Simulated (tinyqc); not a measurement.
A discretised effective-mass wire between two leads, recursive Green functions: two steps of the calculation.

Finite differences on a grid of step a give a chain with hopping -t, t = C/(m a^2), C = hbar^2/(2 m0), and site energies 2 t + U_i for the N = 6 sites of the device; the semi-infinite leads have site energy 2 t. Each slice is one site, and V = -t couples neighbouring slices.

Parameters, values chosen for the exercise: effective mass m = 0.041 m0; grid step a = 0.67 nm; potential on the sites 1 to N U = [1.2, 0, 0, 0, 0, 1.2] eV; energy above the band bottom of the leads E = 1.231 eV.

Constants: q = 1.602176634e-19 C, hbar = 1.054571817e-34 J s, m0 = 9.1093837015e-31 kg, hbar^2/(2 m0) = 0.0380998212 eV nm^2. Results are converted to the units shown.

Problem 1. Self-energy of the leads. Sigma = t^2 g(E - 2 t), g(x) = (x - i sqrt(4 t^2 - x^2))/(2 t^2) for |x| < 2 t and (x - sign(x) sqrt(x^2 - 4 t^2))/(2 t^2) otherwise; Gamma = i (Sigma - Sigma^dagger); both leads give the same.

Wanted: t; Sigma; Gamma; open modes.

Solution 1.

t = 2.0701 eV
Sigma = -1.4546-1.4729i eV
Gamma = 2.9458 eV
open modes = 1

Problem 2. Forward pass. Forward pass: g_1 = (E - H_1 - Sigma)^(-1), g_i = (E - H_i - V g_(i-1) V^dagger)^(-1), with Sigma also subtracted on the last slice; G_(i,1) = g_i V G_(i-1,1), starting from g_1. H_i is the block of slice i, its site energy.

Sigma = -1.4545912-1.4729026i eV

Find: g_i; G_(i,1) of the forward pass.

Solution 2.

```
site       g_i (1/eV)  G_(i,1) of the forward pass (1/eV)
1     -0.2880-0.1598i                     -0.2880-0.1598i
2     -0.5115-0.2092i                     -0.2358-0.2939i
3     -0.5442-0.6802i                      0.1483-0.6632i
4     -0.0653-0.3301i                      0.4733+0.0116i
5     -0.2950-0.1587i                      0.2852+0.1626i
6     -0.2117-0.3277i                      0.0147+0.2647i
```

Computed by the program tinyqc: `OMP_NUM_THREADS=1 python tinyqc.py 2660036 2660037 out.jsonl`, one thread of a shared Intel Xeon 2.30GHz, about 0.01 s for the whole run.
